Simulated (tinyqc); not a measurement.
## Transfer-length model of a contact: effect of the contact resistivity

A metal contact of length d and width W on a thin layer of the same width. The metal has no resistance, the sheet resistance under it equals Rsh, and current enters the layer at the front edge x = 0.

Transfer length Lt = sqrt(rc/Rsh); front resistance Rc = (Rsh Lt/W) coth(d/Lt); end resistance Re = (Rsh Lt/W)/sinh(d/Lt).

Inputs (values chosen for the exercise): sheet resistance of the semiconductor layer Rsh = 1100 ohm/sq; contact length d = 0.0065 um; contact width W = 0.44 um.

Effect of the contact resistivity:

| rc (ohm cm^2) | Lt (um) | d/Lt | Rc W (ohm um) |
|---|---|---|---|
| 5.3e-10 | 0.0069413 | 0.93642 | 10.409 |
| 1.2e-9 | 0.010445 | 0.62233 | 20.786 |
| 2.9e-9 | 0.016237 | 0.40032 | 46.974 |
| 6.9e-9 | 0.025045 | 0.25953 | 108.53 |
| 1.6e-8 | 0.038139 | 0.17043 | 248.53 |
| 3.8e-8 | 0.058775 | 0.11059 | 587.00 |
| 9e-8 | 0.090453 | 0.071860 | 1387.0 |
| 2.1e-7 | 0.13817 | 0.047044 | 3233.2 |
| 5e-7 | 0.21320 | 0.030488 | 7694.7 |
| 1.2e-6 | 0.33029 | 0.019680 | 18464 |

Rc W rises from 10.4 to 18500 ohm um, as rc^(0.85) between the first two rows (d/Lt = 0.94) and rc^(1.00) between the last two (d/Lt = 0.020); a long contact gives the power 1/2 and a short one 1. In 3 of the 10 rows Lt is below 20 nm, near the thickness of a real layer, where current spreads in depth and the line model fails.

tinyqc, about 0.01 s, one thread, Intel Xeon 2.30GHz (shared host): `OMP_NUM_THREADS=1 python tinyqc.py 2760105 2760106 out.jsonl`
